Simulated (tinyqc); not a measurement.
Epitaxial growth on a vicinal surface: Burton-Cabrera-Frank step flow, step-edge barrier and island nucleation: one step, computed by the program tinyqc.

Adatoms land at rate F, hop on a square grid (a simplification for hexagonal faces), desorb, or join steps. Lengths are in units of a and n is the adatom coverage. Steps ascend at x = 0 and descend at x = l.

Question. Scales. D = nu exp(-E_d/(k_B T)) (a^2/s, nu counted per direction); tau = exp(E_a/(k_B T))/nu; x_s = sqrt(D tau); n_eq = exp(-E_f/(k_B T)); terrace width l = h/(a tan(miscut)); Schwoebel length l_s = exp(E_s/(k_B T)) - 1. Temperatures in kelvin are T(C) + 273.15.

Inputs (values chosen for the exercise, close to those used for Si(001)):
```
quantity                     value      unit
site spacing a                3.84  angstrom
step height h                 1.36  angstrom
diffusion barrier E_d        0.657        eV
desorption energy E_a         2.79        eV
adatom formation energy E_f   1.42        eV
step-edge barrier E_s            0        eV
attempt frequency nu             1       THz
miscut angle                     1   degrees
temperature T                  670         C
```

Constants: k_B = 8.617333262e-05 eV/K.

Give: D; lifetime tau; diffusion length x_s; equilibrium coverage n_eq; terrace width l; Schwoebel length l_s.

Answer.

D = 3.085e+08 a^2/s

lifetime tau = 810.1 s

diffusion length x_s = 4.999e+05 a

equilibrium coverage n_eq = 2.583e-08

terrace width l = 20.29 a

Schwoebel length l_s = 0 a

l/x_s = 4.06e-5: nearly every adatom reaches a step.
